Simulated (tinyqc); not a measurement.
# p-n heterojunction, non-linear Poisson equation by Newton steps, Boltzmann statistics: effects of single changes

One dimension, material 1 (p-type) at x < 0 and material 2 (n-type) at x > 0. Band edges: Ec = -psi in material 1 and -psi + dEc in material 2, Ev = Ec - Eg. Flat quasi-Fermi levels: 0 for holes, +V for electrons. n = Nc F((EFn - Ec)/Vt), p = Nv F((Ev - EFp)/Vt), with F(eta) = exp(eta) (Boltzmann statistics); full ionisation, no interface charge, classical densities; the doping types are chosen for the exercise.

Inputs (values chosen for the exercise); band and dielectric values close to those of In0.53Ga0.47As and InP:
```
symbol,value,unit,meaning
T,300,K,temperature
Eg1,0.737,eV,band gap of material 1
er1,14.1,,relative permittivity of material 1
Nc1,2.12e17,cm^-3,conduction-band density of states of material 1
Nv1,7.64e18,cm^-3,valence-band density of states of material 1
Eg2,1.34,eV,band gap of material 2
er2,12.7,,relative permittivity of material 2
Nc2,5.72e17,cm^-3,conduction-band density of states of material 2
Nv2,1.11e19,cm^-3,valence-band density of states of material 2
dEc,0.25,eV,conduction-band offset Ec2 - Ec1
N1,2.8e16,cm^-3,acceptor density of material 1
N2,2.4e16,cm^-3,donor density of material 2
V,0.28,V,bias of side 1 against side 2
```

Constants: q = 1.602176634e-19 C, kB = 1.380649e-23 J/K, Vt = kB T/q, eps0 = 8.8541878128e-14 F/cm where lengths are in cm. Results are converted to the units shown.

Each table varies one quantity; the others keep the values above.

## Effect of the bias of side 1 against side 2

Exact first integral: on each side D^2/(2 eps0 er) = G, G = q [Vt (nI_j - nI_b) + Vt (pI_j - pI_b) - C (psi_j - psi_b)], with C = -N1 or +N2, b the neutral end of that side, and nI, pI the densities themselves. D is continuous, so er1 G1(psi_j) = er2 G2(psi_j) fixes psi_j. Ends from Nv1 F((-psi_L - Eg1)/Vt) = N1 and Nc2 F((V + psi_R - dEc)/Vt) = N2. D is counted positive when psi rises towards material 2. Depletion (Anderson) capacitance C^2 = q eps0 er1 er2 N1 N2/(2 (er1 N1 + er2 N2)(psi_R - psi_L)). -dD/dV is the change of the displacement at the interface with both quasi-Fermi levels flat; it is the terminal capacitance only while neither side holds an inversion layer. n_j and p_j are densities at the interface.

Effect of the bias of side 1 against side 2:
columns A: V (V); B: psi_R - psi_L (V); C: psi_j - psi_L (V); D: psi_R - psi_j (V); E: D/q (cm^-2); F: n_j in 1 (cm^-3); G: p_j in 2 (cm^-3); H: -dD/dV (nF/cm^2); I: depletion C (nF/cm^2)
```
A           B       C       D         E          F          G      H      I
0.2    0.5600  0.2469  0.3131  3.111e11   7.744e14    3.399e6  48.20  46.68
-0.26   1.020  0.4477  0.5723  4.291e11   3.427e10       1438  35.50  34.58
-0.71   1.470  0.6438  0.8262  5.193e11    1.857e6     0.7315  29.33  28.81
-1.17   1.930  0.8442   1.086  5.976e11      80.89   3.144e-4  25.49  25.14
-1.63   2.390   1.045   1.345  6.667e11   0.003524   1.351e-7  22.84  22.59
-2.09   2.850   1.245   1.605  7.294e11   1.535e-7  5.807e-11  20.88  20.69
-2.54   3.300   1.441   1.859  7.858e11  8.318e-12  2.954e-14  19.38  19.23
-3      3.760   1.641   2.119  8.396e11  3.623e-16  1.269e-17  18.14  18.01
```

Read the table: what changes, and by how much?

As V goes from 0.2 to -3, the total bending rises from 0.560 to 3.76 V and the sheet charge D/q rises from 3.11e11 to 8.40e11 cm^-2; the share of the bending in material 1 falls from 44.1 to 43.7 %. The capacitance departs most from the depletion formula at V = 0.2, where it is 3.3 % above it.

## Effect of the donor density of material 2

Same model as above.

Effect of the donor density of material 2:
columns A: N2 (cm^-3); B: psi_R - psi_L (V); C: psi_j - psi_L (V); D: psi_R - psi_j (V); E: D/q (cm^-2); F: n_j in 1 (cm^-3); G: p_j in 2 (cm^-3); H: -dD/dV (nF/cm^2); I: depletion C (nF/cm^2)
```
A            B        C       D         E         F         G      H      I
1.2e15  0.4026  0.03154  0.3710  7.625e10  4.120e12  1.410e10  16.78  16.08
2.3e15  0.4194  0.04732  0.3721  1.057e11  7.584e12   7.663e9  22.48  21.45
4.4e15  0.4362  0.07211  0.3640  1.445e11  1.979e13   2.936e9  29.73  28.21
8.5e15  0.4532   0.1117  0.3415  1.941e11  9.159e13   6.344e8  38.47  36.43
1.6e16  0.4695   0.1673  0.3022  2.491e11  7.870e14   7.384e7  46.79  45.02
3.1e16  0.4866   0.2375  0.2491  3.117e11  1.189e16   4.888e6  46.18  53.60
6e16    0.5037   0.2924  0.2114  3.953e11  9.916e16   5.861e5  26.37  60.51
1.1e17  0.5194   0.3234  0.1960  5.125e11  3.297e17   1.762e5  14.79  64.84
```

As N2 goes from 1.2e15 to 1.1e17, the total bending rises from 0.403 to 0.519 V and the sheet charge D/q rises from 7.63e10 to 5.13e11 cm^-2; the share of the bending in material 1 rises from 7.84 to 62.3 %. The capacitance departs most from the depletion formula at N2 = 1.1e17, where it is 77 % below it, and there the electrons at the interface in material 1 outnumber its acceptors: an inversion layer has formed. For N2 = 6e16, 1.1e17 a density at the interface exceeds 0.3 of the band density of states, which Boltzmann statistics overestimate.

Program tinyqc, `OMP_NUM_THREADS=1 python tinyqc.py 2040152 2040153 out.jsonl`; Intel Xeon 2.30GHz, shared host, one thread, about 0.05 s.
